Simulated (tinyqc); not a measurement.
# Worked calculation: round nanowire with a gate all round, subbands and threshold shift from confinement

Numbers from tinyqc (`OMP_NUM_THREADS=1 python tinyqc.py 2350113 2350114 out.jsonl`; about 0.1 s on one thread of a shared Intel Xeon 2.30GHz). Printed values are rounded.

Undoped body with a flat potential across it, hard walls, transport along x. One isotropic valley (g = 1, mx = my = mz = me). Non-parabolicity enters the subband edges through E (1 + al E) = gamma, so E = 2 gamma/(1 + sqrt(1 + 4 al gamma)); motion within a subband is taken as parabolic with the band-edge mass. Energies are counted from the bulk band edge.

Values chosen for this exercise; masses close to those of InAs: temperature T = 300 K; mass at the band edge me = 0.0229 m0; non-parabolicity al = 2.8 1/eV; diameter t = 8.9 nm; widening of the box by penetration into the insulator dl = 0.3 nm.

Constants: q = 1.602176634e-19 C, kB = 1.380649e-23 J/K, hbar = 1.054571817e-34 J s, m0 = 9.1093837015e-31 kg, Vt = kB T/q, hbar^2/(2 m0) = 0.0380998212 eV nm^2. Results are converted to the units shown.

Range of the model: Non-parabolicity also makes carriers heavier within each subband, which is left out, so densities of states are understated at high energy. Levels near or above 1 eV lie beyond real barriers and upper valleys; they are listed for the hard-wall model only.

## Lowest subbands

gamma = C (2 z/(t + dl))^2 (1/my + 1/mz)/2, z the zeros of the Bessel functions J_l (2.404826, 3.831706, 5.135622, 5.520078, ...), twofold for l > 0; the mean inverse mass is an approximation for anisotropic valleys, C = hbar^2/(2 m0). List the 7 lowest, labelled by quantum numbers, with degeneracy g and N_k: N_k = g sqrt(2 mx m0 kB T/(pi hbar^2)).

| subband | E_k (eV) | g | N_k (cm^-1) |
|---|---|---|---|
| 0,1 | 0.2622073 | 1 | 7.032802e5 |
| 1,1 | 0.4878919 | 2 | 1.406560e6 |
| 2,1 | 0.7003571 | 2 | 1.406560e6 |
| 0,2 | 0.7635292 | 1 | 7.032802e5 |
| 3,1 | 0.9053885 | 2 | 1.406560e6 |
| 1,2 | 1.010544 | 2 | 1.406560e6 |
| 4,1 | 1.105515 | 2 | 1.406560e6 |

## Threshold shift

Each subband has N_k = g sqrt(2 mx m0 kB T/(pi hbar^2)); without degeneracy n = exp(EF/Vt) sum N_k exp(-E_k/Vt). Classical value Nc times pi t^2/4, Nc = sum over valleys of 2 g (m m0 kB T/(2 pi hbar^2))^1.5 with m = (mx my mz)^(1/3). Threshold shift dVT = Vt ln(classical value/sum N_k exp(-E_k/Vt)). Use the subbands listed.

| subband | shares (%) |
|---|---|
| 0,1 | 99.96766 |
| 1,1 | 0.03233 |
| 2,1 | 0.00001 |
| 0,2 | 0.00000 |
| 3,1 | 0.00000 |
| 1,2 | 0.00000 |
| 4,1 | 0.00000 |

sum N_k exp(-E_k/Vt) = 27.69369 cm^-1
Nc = 8.696114e16 cm^-3
classical value = 54099.73 cm^-1
dVT = 195.8904 mV

With all subbands dVT = 195.9 mV. The lowest edge lies at 262 meV; dVT is smaller than that, since sum N_k exp(-(E_k - E_1)/Vt) exceeds the classical value.
